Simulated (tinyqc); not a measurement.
# Model parameters from four stresses

Inverse problem. The threshold shift of a transistor under bias-temperature stress follows dV = A (V/V0)^g exp[-(Ea q/kB)(1/T - 1/T0)] (t/1 s)^n. Find n, A, g and Ea.

Inputs (values chosen for the exercise):
```
symbol,value,unit,meaning
V0,1.9,V,reference stress voltage
T0,373,K,reference temperature
```

Constants: q = 1.602176634e-19 C, kB = 1.380649e-23 J/K. Results are converted to the units shown.

dV at (V0, T0, 10 s), (V0, T0, 1000 s), (1.6 V, T0, 1000 s) and (V0, 398 K, 1000 s) (mV): 12.397179  35.753854  19.593192  44.328293

Answer. Each pair differs in one condition, and the logarithm of its ratio gives one exponent.

n = 0.230
A = 7.30 mV
g = 3.50
Ea = 0.110 eV

tinyqc, about 0.01 s, one thread, Intel Xeon 2.30GHz (shared host): `OMP_NUM_THREADS=1 python tinyqc.py 2070033 2070034 out.jsonl`
